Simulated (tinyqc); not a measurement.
## Model parameters from four stresses

Inverse problem. The threshold shift of a transistor under bias-temperature stress follows dV = A (V/V0)^g exp[-(Ea q/kB)(1/T - 1/T0)] (t/1 s)^n. Find n, A, g and Ea.

Inputs (values chosen for the exercise):
```
symbol,value,unit,meaning
V0,1.4,V,reference stress voltage
T0,373,K,reference temperature
```

Constants: q = 1.602176634e-19 C, kB = 1.380649e-23 J/K. Results are converted to the units shown.

dV at (V0, T0, 10 s), (V0, T0, 1000 s), (1.1 V, T0, 1000 s) and (V0, 398 K, 1000 s) (mV): [6.2052293, 11.291661, 2.9257679, 15.137857]

Solution. Each pair differs in one condition, and the logarithm of its ratio gives one exponent.

n = 0.130
A = 4.60 mV
g = 5.60
Ea = 0.150 eV

Computed by the program tinyqc: `OMP_NUM_THREADS=1 python tinyqc.py 2070174 2070175 out.jsonl`, one thread of a shared Intel Xeon 2.30GHz, about 0.01 s for the whole run.
